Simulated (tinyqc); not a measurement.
Hopping conduction between localised states: one step, computed by the program tinyqc.

Energies are counted from the Fermi level. A small network shows the mechanism; the laws of an infinite system follow.

Question. Pair exponents. Miller-Abrahams exponent s_ij = 2 r_ij/xi + (|E_i| + |E_j| + |E_i - E_j|)/(2 k_B T); G_ij = G_0 exp(-s_ij). The diagonal is set to 0 and not used.

Inputs (values chosen for the exercise, for a model amorphous semiconductor): localisation length xi = 3.7 nm; temperature T = 170 K.

Dimension: 2D.

sites of the small network (nm, nm, meV):
```
       x     y  energy
1      0  0.88    1.27
2    5.1  5.17   -7.86
3  11.41  7.71    4.05
4  20.79   5.8   -0.82
5  26.78   8.2  -24.83
6     33  4.63   -1.59
```

Constants: k_B = 8.617333262e-05 eV/K.

Give: s_ij.

Answer.

s_ij, lower triangle (symmetric):
```
       1      2      3     4     5     6
1   0.00
2   4.23   0.00
3   7.46   4.49   0.00
4  11.69   9.02   5.51  0.00
5  16.79  13.53  10.28  5.18  0.00
6  18.15  15.62  12.17  6.74  5.57  0.00
```
